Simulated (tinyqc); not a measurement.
Worked calculation: plane-wave Kohn-Sham cycle with exchange-only LDA in a layered model solid. One step of it, computed by the program tinyqc.

Question. Iteration 2: levels at that k. Diagonalise the Hermitian matrix.

H (hartree):
```
           -3         -2         -1         +0         +1         +2         +3
-3   1.139697  -0.226030   0.001099  -0.000252  -0.000065   0.000006   0.000006
-2  -0.226030   0.364810  -0.226030   0.001099  -0.000252  -0.000065   0.000006
-1   0.001099  -0.226030  -0.083808  -0.226030   0.001099  -0.000252  -0.000065
+0  -0.000252   0.001099  -0.226030  -0.206159  -0.226030   0.001099  -0.000252
+1  -0.000065  -0.000252   0.001099  -0.226030  -0.002241  -0.226030   0.001099
+2   0.000006  -0.000065  -0.000252   0.001099  -0.226030   0.527944  -0.226030
+3   0.000006   0.000006  -0.000065  -0.000252   0.001099  -0.226030   1.384397
```

Give: eigenvalues.

Answer.

eigenvalues (hartree): -0.4789  -0.1408  0.1116  0.4175  0.5688  1.2038  1.4426
